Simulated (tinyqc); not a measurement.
Coverage against grain size: equilibrium and kinetic segregation of a solute to boundaries and growing surfaces. Computed by tinyqc, a small Python program. Command: `OMP_NUM_THREADS=1 python tinyqc.py 3026105 3026106 out.jsonl segreg walk`. One thread of a shared host (Intel(R) Xeon(R) Processor @ 2.30GHz), about 0.01 s of CPU time with the checks.

Inputs (values chosen for the exercise, modelled on arsenic in polycrystalline silicon):
```
quantity,value,unit
segregation energy Q,0.436,eV
total solute fraction x0,0.008,-
temperature T,1225,K
boundary thickness delta,0.75,nm
```

Isotherm: Langmuir-McLean.

Constants: k_B = 8.617333262e-05 eV/K.

Method. With theta the solute fraction on boundary sites and x that in the grains, theta/(1 - theta) = [x/(1 - x)] exp[Q/(k_B T)]. Finite grains: boundary sites are the fraction f = 3 delta/d, and x0 = (1 - f) x + f theta; solve both equations for theta; share at boundaries = f theta/x0.

At T:
```
d (nm),theta,x in the grains,share at boundaries (%)
15,0.04868,0.0008220,91.266
30,0.08765,0.0015422,82.168
60,0.14406,0.0026989,67.529
120,0.20740,0.0041898,48.610
250,0.26246,0.0056891,29.526
500,0.29554,0.0067002,16.624
1000,0.31411,0.0073097,8.834
5000,0.32994,0.0078551,1.856
```

From the largest grains to the smallest the share at boundaries rises from 1.9 to 91 %, and x/x0 falls to 0.10. In the dilute limit x/x0 = 1/(1 - f + f exp(Q/(k_B T))), which gives 0.098 at 15 nm.

Extremes, crossings and ranges named in words are read from the listed rows.
